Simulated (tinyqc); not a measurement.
## Threshold-voltage variability of a planar MOSFET, analytic estimates: a gate of 6 grains

Three independent sources add in quadrature: random dopants in the depleted layer, metal-gate grains of two orientations, and roughness of the two gate edges acting through the roll-off VT = VT(long) - Vr exp(-L/l). These are first-order estimates: no three-dimensional electrostatics, no percolation.

Each of 6 equal grains has the higher work function with probability p; the threshold shift is dW (j/6 - p) for j such grains, and the off current changes by exp(-shift/(n Vt)).

Inputs (values chosen for the exercise); material values close to those of silicon: temperature T = 350 K; work-function difference of the two grain orientations dW = 0.1 eV; share of the orientation of higher work function p = 0.5; subthreshold factor n = 1.33.

Constants: q = 1.602176634e-19 C, kB = 1.380649e-23 J/K, Vt = kB T/q. Results are converted to the units shown.

Distribution:

| j | probability | shift (mV) | Ioff factor | probability x factor |
|---|---|---|---|---|
| 0 | 0.01562 | -50.00 | 3.478 | 0.05434 |
| 1 | 0.09375 | -33.33 | 2.296 | 0.2152 |
| 2 | 0.2344 | -16.67 | 1.515 | 0.3551 |
| 3 | 0.3125 | 0.00 | 1.000 | 0.3125 |
| 4 | 0.2344 | 16.67 | 0.6600 | 0.1547 |
| 5 | 0.09375 | 33.33 | 0.4356 | 0.04084 |
| 6 | 0.01562 | 50.00 | 0.2875 | 0.004493 |

What does the table show?

The standard deviation is dW sqrt(p (1 - p)/6) = 20.4 mV. The mean off current is 1.14 times the nominal one; the log-normal formula exp(s^2/(2 (n Vt)^2)) gives 1.14. Devices with j = 2, 23 % of all, carry 31 % of the mean leakage.

Program tinyqc, `OMP_NUM_THREADS=1 python tinyqc.py 2090134 2090135 out.jsonl`; Intel Xeon 2.30GHz, shared host, one thread, about 0.01 s.
